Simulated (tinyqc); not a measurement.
## p-n heterojunction, non-linear Poisson equation by Newton steps, Fermi-Dirac statistics: starts and damping rules compared

One dimension, material 1 (p-type) at x < 0 and material 2 (n-type) at x > 0. Band edges: Ec = -psi in material 1 and -psi + dEc in material 2, Ev = Ec - Eg. Flat quasi-Fermi levels: 0 for holes, +V for electrons. n = Nc F((EFn - Ec)/Vt), p = Nv F((Ev - EFp)/Vt), with F(eta) = F_1/2(eta) = (2/sqrt(pi)) int_0^infinity sqrt(u) du/(1 + exp(u - eta)) (Fermi-Dirac statistics); full ionisation, no interface charge, classical densities; the doping types are chosen for the exercise.

a_i = eps0 eps_r/h_i for the interval from node i to i + 1, with h_i = x_(i+1) - x_i in cm.

n_i = Nc F(a_n), a_n = (V - Ec_i)/Vt; p_i = Nv F(a_p), a_p = (Ec_i - Eg)/Vt; rho_i = p_i - n_i + C_i with C = -N1 or +N2; g_i = (Nc F'(a_n) + Nv F'(a_p))/Vt with F' = F_-1/2(eta) = (1/sqrt(pi)) int_0^infinity u^(-1/2) du/(1 + exp(u - eta)). Box widths w_i = (h_(i-1) + h_i)/2 in cm. Residual F_i = a_i (psi_(i+1) - psi_i) - a_(i-1) (psi_i - psi_(i-1)) + q rho_i w_i; Jacobian: a_(i-1) and a_i beside the diagonal, b_i = -a_(i-1) - a_i - q g_i w_i on it. The two end nodes are fixed.

Iterations until the largest undamped |d| is below 1e-9 V (the last, tiny step is counted), with a cap of 100; "overflow" would mean that an exponential left the range of double precision. Starts:
- neutral: psi_L on the nodes of material 1 and psi_R on those of material 2.
- smooth: psi_L + (psi_R - psi_L)(1 + tanh(x/s))/2 on the inner nodes with s = 48 nm, psi_L and psi_R on the ends.
- linear: A straight line in x from psi_L to psi_R.

Rules for the step d, which solves the tridiagonal system a_(i-1) d_(i-1) + b_i d_i + a_i d_(i+1) = -F_i:
- full Newton steps: the full step is added.
- logarithmic damping: each component d is damped to sign(d) Vt ln(1 + |d|/Vt) before it is added.
- steps capped at 4 Vt: if the largest |d| exceeds 4 Vt, the whole step is scaled down so that it equals 4 Vt.
- halved steps: half of the step is added while the largest |d| exceeds 1.5 Vt, the full step after that.

Values chosen for this exercise; band and dielectric values those of a made-up pair: temperature T = 300 K; band gap of material 1 Eg1 = 3.78 eV; relative permittivity of material 1 er1 = 9.57; conduction-band density of states of material 1 Nc1 = 2.68e18 cm^-3; valence-band density of states of material 1 Nv1 = 4.69e19 cm^-3; band gap of material 2 Eg2 = 3.97 eV; relative permittivity of material 2 er2 = 9.66; conduction-band density of states of material 2 Nc2 = 2.88e18 cm^-3; valence-band density of states of material 2 Nv2 = 5.46e19 cm^-3; conduction-band offset Ec2 - Ec1 dEc = 0.34 eV; acceptor density of material 1 N1 = 1.7e18 cm^-3; donor density of material 2 N2 = 4.3e16 cm^-3; bias of side 1 against side 2 V = 0.74 V.

Constants: q = 1.602176634e-19 C, kB = 1.380649e-23 J/K, Vt = kB T/q, eps0 = 8.8541878128e-14 F/cm where lengths are in cm. Results are converted to the units shown.

```
node	x (nm)	material
0	-34	1
1	-24.7	1
2	-17.1	1
3	-10.9	1
4	-5.86	1
5	-1.7	1
6	1.7	2
7	10.2	2
8	31.2	2
9	83.5	2
10	214	2
11	538	2
```

eps_r, interval 0 to 10: 9.57  9.57  9.57  9.57  9.57  9.61479  9.66  9.66  9.66  9.66  9.66
psi_L = -3.69457 V
psi_R = -0.508554 V

Iterations needed:
```
	full Newton steps	logarithmic damping	steps capped at 4 Vt	halved steps
neutral	10	37	34	12
smooth	15	24	20	17
linear	14	26	22	16
```

What does the comparison show?

The fewest iterations, 10, are needed by full Newton steps from the neutral start. Every pairing converges. Lowest count for the worst start: full Newton steps, at most 15 iterations.

tinyqc, about 0.4 s, one thread, Intel Xeon 2.30GHz (shared host): `OMP_NUM_THREADS=1 python tinyqc.py 2040111 2040112 out.jsonl`
